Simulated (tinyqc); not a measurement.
# One-dimensional ballistic tunnel FET, two-band WKB, step by step

tinyqc, about 0.01 s, one thread, Intel Xeon 2.30GHz (shared host): `OMP_NUM_THREADS=1 python tinyqc.py 2620067 2620068 out.jsonl` Printed values are rounded.

A p-type source for x < 0 with its Fermi level at 0 and its valence edge at ds; in the channel the bands fall as D exp(-x/lam) towards their flat values, with the conduction edge at Ec = ds - dP and D = dP + Eg. The gate moves dP one to one. The drain Fermi level lies at -Vd and the drain side reflects nothing. For w = E - Ec between 0 and dP an electron crosses the gap. Two-band dispersion with equal masses m: inside the gap kappa = sqrt(m u (1 - u/Eg)/C), u the distance from a band edge, C = hbar^2/(2 m0).

Values chosen for this exercise; band and dielectric values close to those of indium arsenide:
- T = 77 K (temperature)
- Eg = 0.351 eV (band gap)
- m = 0.024 m0 (band-edge mass of the two-band model)
- lam = 1.5 nm (screening length of the source junction)
- ds = 0.12 eV (source valence edge above the source Fermi level)
- Vd = 0.1 V (drain bias)
- g = 2 (number of degenerate subbands (spin apart))
- dP = 0.21 eV (tunnelling window Ev(source) - Ec(channel))
- w0 = 0.068 eV (energy above the channel conduction edge)
- nc = 8 (cells of the path)
- nE = 13 (points of the energy grid)

Constants: q = 1.602176634e-19 C, kB = 1.380649e-23 J/K, hbar = 1.054571817e-34 J s, h = 6.62607015e-34 J s, m0 = 9.1093837015e-31 kg, Vt = kB T/q, hbar^2/(2 m0) = 0.0380998212 eV nm^2. Results are converted to the units shown.

Range of the model: Where S is below about 2 the WKB prefactor of 1 is a rough guess.

## The path through the gap by the midpoint rule

At w = w0 the path runs from xa = lam ln(D/(w + Eg)) to xb = lam ln(D/w); u(x) = w + Eg - D exp(-x/lam) is the height above the valence edge. Cut it into nc equal cells: S = 2 (cell width) times the sum of kappa at the centres.

xa = 0.437775 nm
xb = 3.16532 nm
x, cell 0 to 7 (nm): [0.60825, 0.94919, 1.29013, 1.63108, 1.97202, 2.31296, 2.65391, 2.99485]
u, cell 0 to 7 (eV): [0.045012, 0.121049, 0.181627, 0.229888, 0.268338, 0.298969, 0.323373, 0.342816]
kappa, cell 0 to 7 (1/nm): [0.157220, 0.223506, 0.234965, 0.223533, 0.199520, 0.167083, 0.126621, 0.070960]
S = 0.956964

## The exponent in closed form

S(w) = 2 lam int_0^Eg kappa(u) du/(w + Eg - u) = 2 pi lam sqrt(m/(C Eg)) [w + Eg/2 - sqrt(w (w + Eg))], T(w) = exp(-S). The common triangular estimate is S = (4/3) lam sqrt(m/C) Eg^1.5/(dP + Eg) for all w.

S(w0) = 0.943207
T(w0) = 0.389377
triangular S = 0.588399

The midpoint value is 1.5 % above the closed form, and the triangular estimate 38 % below it.

## Current on a coarse grid

S(w) = 2 lam int_0^Eg kappa(u) du/(w + Eg - u) = 2 pi lam sqrt(m/(C Eg)) [w + Eg/2 - sqrt(w (w + Eg))], T(w) = exp(-S). I = g (2 q^2/h) int_0^dP T(w) [f(E) - f(E + Vd)] dw, E = ds - dP + w, f(x) = 1/(1 + exp(x/Vt)). Simpson's rule on nE equally spaced points.

w, point 0 to 12 (eV): [0.000000, 0.017500, 0.035000, 0.052500, 0.070000, 0.087500, 0.105000, 0.122500, 0.140000, 0.157500, 0.175000, 0.192500, 0.210000]
T(w), point 0 to 12: [0.109062, 0.241018, 0.304157, 0.353084, 0.393690, 0.428503, 0.458944, 0.485926, 0.510088, 0.531900, 0.551722, 0.569835, 0.586468]
difference of the f, point 0 to 12: [0.818627, 0.984378, 0.998616, 0.996419, 0.953204, 0.593093, 0.0944373, 0.00740615, 5.33562e-4, 3.81941e-5, 2.73280e-6, 1.95526e-7, 1.39894e-8]
I = 4.44908 uA

A converged quadrature gives 4.443 uA; this grid is 0.14 % above that.
